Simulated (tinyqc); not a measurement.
Carrier lifetime from Shockley-Read-Hall, radiative, Auger and surface recombination: one step, computed by the program tinyqc. Command: `OMP_NUM_THREADS=1 python tinyqc.py 3020954 3020955 out.jsonl lifetime walk`. One thread of a shared host (Intel(R) Xeon(R) Processor @ 2.30GHz), about 0.02 s of CPU time with the checks.

Energies are counted from the top of the valence band. Boltzmann statistics, full ionisation, and equal excess densities of electrons and holes.

Problem. Steady state under generation. With n = n_0 + dn, p = p_0 + dn and U/dn = 1/tau: (n p - n_i^2)/dn = n_0 + p_0 + dn = s; 1/tau_SRH = s/[tau_p0 (n + n1) + tau_n0 (p + p1)]; 1/tau_rad = B s; 1/tau_Aug = (C_n n + C_p p) s; the rates add. dn solves dn/tau_eff(dn) = G (60 bisections in ln dn between 1e-2 and 1e22 cm^-3); the splitting of the quasi-Fermi levels is k_B T ln(n p/n_i^2).

Inputs (values chosen for the exercise, with bands modelled on InP):
```
quantity                   value        unit
temperature T                400           K
radiative coefficient B  4.4e-10      cm^3/s
Auger coefficient C_n    1.3e-30      cm^6/s
Auger coefficient C_p    1.6e-31      cm^6/s
generation rate G        1.5e+18  cm^-3 s^-1
```

Doping: p-type. Surface term: none.

n_0 = 50.30082 cm^-3

p_0 = 1.70e+18 cm^-3

tau_p0 = 1.214921e-04 s

n1 = 3.460166e+13 cm^-3

tau_n0 = 4.325365e-06 s

p1 = 2471308 cm^-3

n_i = 9.247237e+09 cm^-3

Constants: k_B = 8.617333262e-05 eV/K.

Give: steady excess density; lifetime in the steady state; quasi-Fermi splitting under G.

Solution.

steady excess density = 2.003e+09 cm^-3

lifetime in the steady state = 1.336e-09 s

quasi-Fermi splitting under G = 0.6032 eV
